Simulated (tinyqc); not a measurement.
Hydrogenic impurity: series, fields, screening, photoionisation and donor-acceptor pairs: one step, computed by the program tinyqc.

One isotropic, parabolic band. Effective units: Ry* and a*, in which H = -nabla^2 - 2/r.

Task: Effective units and the series. Ry* = Ry m/eps^2, a* = a_0 eps/m; level n is bound by Ry*/n^2; <r> = (3/2) a* in 1s; lines 1s -> np at Ry* (1 - 1/n^2); 1 THz = 4.135667696 meV.

Inputs (values chosen for the exercise, modelled on germanium): electron mass m = 0.216 m_0; dielectric constant eps = 15.8.

Parts treated: screening and pairs.

Constants: Ry = 13.605693123 eV; a_0 = 0.529177210903 angstrom; h x 1 THz = 4.135667696 meV.

Give: Ry*; a*; <r> of 1s; Series.

Result:

Ry* = 11.772 meV

a* = 38.708 angstrom

<r> of 1s = 58.062 angstrom

Series:
```
n,binding (meV),line from 1s (meV),line (THz)
2,2.9431,8.829,2.1349
3,1.3080,10.464,2.5302
4,0.7358,11.037,2.6686
5,0.4709,11.301,2.7327
```
